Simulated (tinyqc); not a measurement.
## Charge pumping in an n-channel transistor: scanning the upper gap with the fall time

The gate is pulsed from accumulation to inversion and back. Energies E are counted from the intrinsic level; Dit(E) = D0 [1 + b (2 E/Eg)^2]. During each edge the traps near the bands emit their carriers, and those between Eh and Ee recombine once a cycle.

ni = sqrt(Nc Nv) exp(-Eg/(2 Vt)), Eg in volts; emission times te = (dV/Va) tf and th = (dV/Va) tr; Ee = -Vt ln(vth sn ni te), Eh = +Vt ln(vth sp ni th). Nit = integral of Dit from Eh to Ee = D0 [Ee - Eh + 4 b (Ee^3 - Eh^3)/(3 Eg^2)], Qcp = q A Nit, Icp = f Qcp.

Inputs (values chosen for the exercise); band and dielectric values close to those of silicon: temperature T = 300 K; band gap Eg = 1.1 eV; conduction-band density of states at 300 K Nc = 2.81e19 cm^-3; valence-band density of states at 300 K Nv = 2.62e19 cm^-3; gate area A = 0.082 um^2; trap density at midgap D0 = 9.1e10 cm^-2 eV^-1; rise of the trap density towards the band edges b = 10.3; cross-section for electrons sn = 1e-15 cm^2; cross-section for holes sp = 2.8e-15 cm^2; thermal velocity at 300 K, one nominal value for electrons and holes vth = 1.6e7 cm/s; Vth - Vfb dV = 1.18 V; pulse height Va = 3.9 V; frequency f = 43000 Hz; rise time tr = 560 ns.

Constants: q = 1.602176634e-19 C, kB = 1.380649e-23 J/K, Vt = kB T/q. Results are converted to the units shown.

The same in every row: Eh (eV) = -0.2337.

Scanning the upper gap with the fall time:
```
tf (ns)	Ee (eV)	Nit (cm^-2)	Icp (pA)
1.3	0.4171	1.474e11	0.8325
4.5	0.3850	1.284e11	0.7255
15	0.3539	1.124e11	0.6351
52	0.3217	9.813e10	0.5544
170	0.2911	8.642e10	0.4882
590	0.2590	7.595e10	0.4290
2000	0.2274	6.728e10	0.3801
6700	0.1961	6.009e10	0.3395
```

Ee falls from 0.417 to 0.196 eV, by Vt ln 10 a decade, and Icp falls from 0.832 to 0.339 pA. The slope -dNit/d(ln tf)/Vt gives Dit = 5.90e11 cm^-2 eV^-1 near E = 0.401 eV and 2.30e11 near 0.212 eV, against 5.89e11 and 2.30e11 from the profile.

Range of the model: The Fermi levels of inversion and accumulation are taken to lie beyond Ee and Eh, the flat tops to fill all traps, and no geometric current is added.

Computed by the program tinyqc: `OMP_NUM_THREADS=1 python tinyqc.py 2030174 2030175 out.jsonl`, one thread of a shared Intel Xeon 2.30GHz, about 0.01 s for the whole run.
